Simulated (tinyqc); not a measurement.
MOS capacitor with interface traps: C-V stretch-out, conductance peak and subthreshold swing: one step, computed by the program tinyqc. Command: `OMP_NUM_THREADS=1 python tinyqc.py 3029670 3029671 out.jsonl mostraps walk`. One thread of a shared host (Intel(R) Xeon(R) Processor @ 2.30GHz), about 0.01 s of CPU time with the checks.

Energies at the interface are counted from the valence band. psi > 0 means bending towards depletion, so the surface potential is -psi. Boltzmann statistics, full ionisation, no quantum confinement. Traps are neutral when filled up to E_n, with a sharp (zero-temperature) occupation.

Question. Charges at the given band bending. With u = psi/k_B T and r = (n_i/N)^2: F = sqrt(exp(-u) + u - 1 + r (exp(u) - u - 1)); Q_s = +sign(u) sqrt(2) eps_s eps_0 (k_B T/e) F/L_D; C_s = (eps_s eps_0/(sqrt(2) L_D)) |1 - exp(-u) + r (exp(u) - 1)|/F; at high frequency, below strong inversion, the terms in r are dropped. D(E) = D_0 + D_1 [exp(-E/w) + exp(-(E_g - E)/w)]. E_F at the interface is E_s = E_F - psi; Q_it = -e int from E_n to E_s of D(E) dE; C_it = e D(E_s) (per volt); V_G = phi_ms - psi - (Q_s + Q_it + e N_f)/C_ox.

Inputs (values chosen for the exercise, modelled on germanium, with an insulator like Al2O3):

| quantity | value | unit |
|---|---|---|
| gap E_g | 0.651 | eV |
| dielectric constant eps_s | 16 | - |
| doping N | 1.5e+15 | cm^-3 |
| work-function difference phi_ms | -0.54 | V |
| fixed charge N_f | 3.6e+10 | cm^-2 |
| trap density D_0 | 4e+12 | cm^-2 eV^-1 |
| neutrality level E_n | 0.441 | eV |
| band bending towards depletion psi | 0.18 | V |
| temperature T | 200 | K |
| edge density D_1 | 2.5e+13 | cm^-2 eV^-1 |
| tail width w | 0.11 | eV |

Substrate: n-type. Trap spectrum: U-shaped.

k_B T = 0.01723467 eV

n_i = 2.452892e+10 cm^-3

Debye length L_D = 100.7941 nm

bulk E_F = 0.5084316 eV

C_ox = 0.3537825 microF/cm^2

Constants: eps_0 = 8.8541878128e-12 F/m; e = 1.602176634e-19 C.

Give: E_s; Q_s; C_s; C_s at high frequency; D(E_s); Q_it; C_it; gate voltage V_G.

Answer.

E_s = 0.3284 eV

Q_s = 0.01053 microC/cm^2

C_s = 0.03234 microF/cm^2

C_s at high frequency = 0.03234 microF/cm^2

D(E_s) = 6.594e+12 cm^-2 eV^-1

Q_it = 0.1282 microC/cm^2

C_it = 1.057 microF/cm^2

gate voltage V_G = -1.129 V

The traps hold positive charge because E_s lies below E_n.
